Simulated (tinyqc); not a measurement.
# Ballistic conductance of a hard-wall strip of a two-dimensional electron gas by counting modes, step by step

Program tinyqc, `OMP_NUM_THREADS=1 python tinyqc.py 2740119 2740120 out.jsonl`; Intel Xeon 2.30GHz, shared host, one thread, about 0.07 s. Printed values are rounded.

Subband edges E_n = C (n pi/W)^2/m, n = 1, 2, ...; C = hbar^2/(2 m0). Every mode transmits fully; spin gives the factor 2 in 2 q^2/h, valleys the factor gv.

Inputs (values chosen for the exercise):

| symbol | value | unit | meaning |
|---|---|---|---|
| T | 4 | K | temperature |
| m | 0.022 | m0 | mass |
| gv | 2 |  | valleys |
| Ef | 0.102 | eV | Fermi energy above the 2D band edge |
| W | 110 | nm | width |
| Et | 0.128 | eV | highest subband edge listed |

Constants: q = 1.602176634e-19 C, kB = 1.380649e-23 J/K, hbar = 1.054571817e-34 J s, h = 6.62607015e-34 J s, m0 = 9.1093837015e-31 kg, Vt = kB T/q, hbar^2/(2 m0) = 0.0380998212 eV nm^2. Results are converted to the units shown.

## Subband edges and their occupation

List the edges below Et; each adds its degeneracy times f = 1/(1 + exp((E_n - Ef)/Vt)) to the thermal mode count.

```
mode  edge (eV)  degeneracy        f
1      0.001413           1  1.00000
2      0.005650           1  1.00000
3      0.012713           1  1.00000
4      0.022601           1  1.00000
5      0.035315           1  1.00000
6      0.050853           1  1.00000
7      0.069217           1  1.00000
8      0.090405           1  1.00000
9      0.114419           1  0.00000
```

## Conductance and ballistic resistance

G = (2 q^2/h) gv M; at zero temperature M counts the edges below Ef, at T it is the sum of degeneracy times f. The smooth (Sharvin) count is kF W/pi, kF = sqrt(m Ef/C), and with the boundary term kF W/pi - 1/2. The sum runs over the edges listed.

M at zero temperature = 8
M at T = 8
G = 1239.69 uS
resistance 1/G = 0.806650 kohm
smooth count = 8.49753

The smooth count is 6.2 % above M at T. With the boundary term it is 8.00.
